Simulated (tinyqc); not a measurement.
Inputs raised by 2 %, one at a time: formation energy of a charged point defect from supercell energies. Computed by tinyqc, a small Python program. Command: `OMP_NUM_THREADS=1 python tinyqc.py 3024344 3024345 out.jsonl formation sens`. One thread of a shared host (Intel(R) Xeon(R) Processor @ 2.30GHz), about 0.01 s of CPU time with the checks.

The host is a compound AB. Making the defect adds n_A = -1, n_B = 0, n_X = 1 atoms to the cell. All total energies are inputs. E_F is counted from the valence-band maximum (VBM); x = 0 is A-rich and x = 1 B-rich growth.

Inputs (values chosen for the exercise, with gap and screening modelled on ZnO):
```
quantity                       value      unit
E_VBM of the host cell         5.534        eV
potential alignment dV        -0.058        eV
dielectric constant eps         8.17         -
cell length L                   20.5  angstrom
mu_A of the pure element      -3.171        eV
formation enthalpy dH of AB       -3        eV
growth condition x              0.76         -
Fermi level E_F                 1.37        eV
temperature T                    600         K
site density N_s             4.7e+22     cm^-3
mu_X of the pure element      -1.255        eV
formation enthalpy of XB       -0.13        eV
```

Defect: impurity X on an A site. Supercell lattice: sc.

charge states q: 1  0  -1  -2

E(defect, q) - E(host), in the order of q (eV): 1.374  7.565  13.663  19.982

Constants: e^2/(4 pi eps_0) = 14.39964548 eV angstrom; k_B = 8.617333262e-05 eV/K.

Method:
- dmu_A = x dH and dmu_B = (1 - x) dH, so that dmu_A + dmu_B = dH; mu = mu(element) + dmu. The impurity is held at its solubility limit: dmu_X = min(0, dH(XB) - dmu_B).
- The reservoir term is sum n_i mu_i.
- Image-charge correction of a point charge in a neutralising background: E_corr = q^2 alpha e^2/(4 pi eps_0) / (2 eps L), alpha = 2.837297 for a sc array with L the cube root of the volume.
- E_f(q, E_F) = [E(defect, q) - E(host)] - sum n_i mu_i + q (E_VBM + dV + E_F) + E_corr(q).
- eps(q/q-1) = E_f(q - 1, 0) - E_f(q, 0).
- E_f(q, E_F) = E_f(q, 0) + q E_F.
- c_q = N_s exp(-E_f(q, E_F)/k_B T), with all degeneracy factors one and no vibrational entropy.

Runs:
```
input moved                         from        to  level (+1/0) (eV)  level (-1/-2) (eV)  lowest formation energy (eV)  total concentration (cm^-3)
base run                               -         -            0.59303              1.2089                        2.5819                       10.096
cell length L (angstrom)            20.5     20.91            0.59542              1.2017                        2.5723                       12.080
growth condition x                  0.76    0.7752            0.59303              1.2089                        2.5363                       24.387
Fermi level E_F (eV)                1.37    1.3974            0.59303              1.2089                        2.5271                       28.627
temperature T (K)                    600       612            0.59303              1.2089                        2.5819                       26.948
formation enthalpy dH of AB (eV)      -3     -3.06            0.59303              1.2089                        2.5363                       24.387
formation enthalpy of XB (eV)      -0.13   -0.1326            0.59303              1.2089                        2.5819                       10.096
potential alignment dV (eV)       -0.058  -0.05916            0.59419              1.2101                        2.5842                        9.662
```

Exponents ln(y'/y) / ln(x'/x):
```
input                        level (+1/0)  level (-1/-2)  lowest formation energy  total concentration
cell length L                       0.203         -0.301                   -0.187                9.065
growth condition x                  0.000          0.000                   -0.900               44.537
Fermi level E_F                     0.000          0.000                   -1.083               52.632
temperature T                       0.000          0.000                    0.000               49.579
formation enthalpy dH of AB         0.000          0.000                   -0.900               44.537
formation enthalpy of XB            0.000          0.000                    0.000                0.000
potential alignment dV              0.099          0.048                    0.045               -2.217
```

Which inputs matter most for each result?

Among the inputs moved here: level (+1/0) answers most in size to cell length L (exponent +0.203), next to potential alignment dV (+0.099); its exponent is below 0.0005 for growth condition x, Fermi level E_F, temperature T, formation enthalpy dH of AB, formation enthalpy of XB. level (-1/-2) answers most in size to cell length L (exponent -0.301), next to potential alignment dV (+0.048); its exponent is below 0.0005 for growth condition x, Fermi level E_F, temperature T, formation enthalpy dH of AB, formation enthalpy of XB. lowest formation energy answers most in size to Fermi level E_F (exponent -1.083), next to growth condition x (-0.900); its exponent is below 0.0005 for temperature T, formation enthalpy of XB. total concentration answers most in size to Fermi level E_F (exponent +52.632), next to temperature T (+49.579); its exponent is below 0.0005 for formation enthalpy of XB.

Extremes, crossings and ranges named in words are read from the listed rows.
